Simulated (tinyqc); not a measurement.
Inside a calculation. Model: band bending at a free surface with a continuum of surface states, surface photovoltage and Kelvin probe.

Program tinyqc, `OMP_NUM_THREADS=1 python tinyqc.py 2430030 2430031 out.jsonl`; Intel Xeon 2.30GHz, shared host, one thread, about 0.01 s. Printed values are rounded.

n-type bulk, xi = Ec - EF = Vt ln(Nc/Nd), p0 = ni^2/Nd, ni = sqrt(Nc Nv) exp(-Eg/(2 Vt)), Eg in volts. b is the upward band bending, u = b/Vt. Space charge per area, in units of q: Qc = sign(b) sqrt((2 eps0 eps_r Vt/q) [(Nd + dn)(exp(-u) - 1) + Nd u + (p0 + dn)(exp(u) - 1)]), with dn the excess density under light (flat quasi-Fermi levels; 0 in the dark). The states hold -Ds (E0 - xi - b): negative while the Fermi level lies above the neutrality level. Neutrality: Qc + Qf + (charge of the states) = 0.

Parameters, values chosen for the exercise; band and dielectric values close to those of silicon:
```
symbol,value,unit,meaning
T,350,K,temperature
Eg,1.12,eV,band gap
eps_r,11.5,,relative permittivity
Nc,3.47e19,cm^-3,conduction-band density of states at T
Nv,3.33e19,cm^-3,valence-band density of states at T
chi,3.97,eV,electron affinity
Nd,1.2e16,cm^-3,donor density
Qf,0,cm^-2,fixed positive charge at the surface
pt,5.08,eV,work function of the probe tip
Ds,2.9e12,cm^-2 eV^-1,density of surface states
E0,0.58,eV,depth of their neutrality level below the conduction edge
dn,7.7e14,cm^-3,excess carrier density under light
```

Constants: q = 1.602176634e-19 C, kB = 1.380649e-23 J/K, Vt = kB T/q, eps0 = 8.8541878128e-14 F/cm where lengths are in cm. Results are converted to the units shown.

## Bulk quantities

xi, ni, p0, the Debye length sqrt(eps0 eps_r Vt/(q Nd)) and the flat-band work function chi + xi.

xi = 0.240368 eV
ni = 2.93590e11 cm^-3
p0 = 7.18294e6 cm^-3
Debye length = 39.9667 nm
chi + xi = 4.21037 eV

## Iteration 1: band bending in the dark

b at the start = 0.27 V

Fixed-point step: b(new) = E0 - xi - (Qc(b) + Qf)/Ds.

b after iteration 1 = 0.273678 V

## Iteration 2: band bending in the dark

As before.

b after iteration 2 = 0.273174 V

## Course of the iteration

Stop when b changes by less than 1e-10 V, or after 40 iterations.

Course of the iteration:
```
iteration     b (V)  change (V)
1          0.273678     3.68e-3
2          0.273174     5.04e-4
3          0.273243     6.88e-5
4          0.273234     9.39e-6
5          0.273235     1.28e-6
6          0.273235     1.75e-7
7          0.273235     2.39e-8
8          0.273235     3.27e-9
9          0.273235    4.46e-10
10         0.273235    6.09e-11
```

Converged in 10 iterations. The step multiplies the error by -(dQc/db)/Ds = -0.14.

## Work function and Kelvin-probe reading

converged b = 0.273235 V

Work function chi + xi + b; contact potential difference CPD = (work function of the sample) - pt. Depth of EF below Ec at the surface: xi + b. Depletion width Qc/Nd.

xi + b = 0.513603 eV
Qc = 1.92551e11 cm^-2
Qc/Nd = 160.459 nm
work function = 4.48360 eV
CPD = -596.397 mV

The Fermi level lies 66.4 meV above the neutrality level.

## Surface photovoltage

Under chopped light the surface charge keeps its dark value, so b falls to bL with Qc(bL, dn) = Qc(b, 0); the photovoltage is b - bL. Qc rises with b, so bL follows by bisection.

bL = 0.130444 V
photovoltage = 142.791 mV
share of b removed = 52.2593 %
excess holes at the surface, dn exp(bL/Vt) = 5.81844e16 cm^-3
